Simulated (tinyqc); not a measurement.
Scattering rates of a carrier in a spherical band by Fermi's golden rule: one step, computed by the program tinyqc.

All processes here are isotropic or elastic, and the rate listed is the momentum relaxation rate.

Question. Optical or intervalley phonons. Parabolic band: E = hbar^2 k^2/(2 m), speed v = hbar k/m, states per spin, volume and energy g(E) = m k/(2 pi^2 hbar^2). Masses are multiplied by m_0 and all formulas are in SI units. Phonon occupation N_q = 1/(exp(hbar w/(k_B T)) - 1). Optical or intervalley deformation potential: 1/tau = (pi Z_f D_o^2/(rho w)) [N_q g(E + hbar w) + (N_q + 1) g(E - hbar w)], with g = 0 below the band edge.

Inputs (values chosen for the exercise, modelled on holes in silicon):

| quantity | value | unit |
|---|---|---|
| density-of-states mass of one valley m | 0.511 | m_0 |
| density rho | 2329 | kg/m^3 |
| phonon energy hbar w | 63.4 | meV |
| optical or intervalley deformation potential D_o | 8.2 | 1e8 eV/cm |
| final valleys Z_f | 1 | - |
| temperature T | 300 | K |
| carrier energy E | 11 | meV |

Crystal: non-polar. Band: parabolic. Impurity formula: Brooks-Herring. Further scattering: none.

Constants: e = 1.602176634e-19 C; hbar = 6.582119569e-16 eV s; k_B = 8.617333262e-05 eV/K; m_0 = 9.1093837015e-31 kg; hbar = 1.054571817e-34 J s.

Give: absorption rate; emission rate.

Answer.

absorption rate = 4.823e+11 1/s

emission rate = 0 1/s

E lies below hbar w, so emission is forbidden.
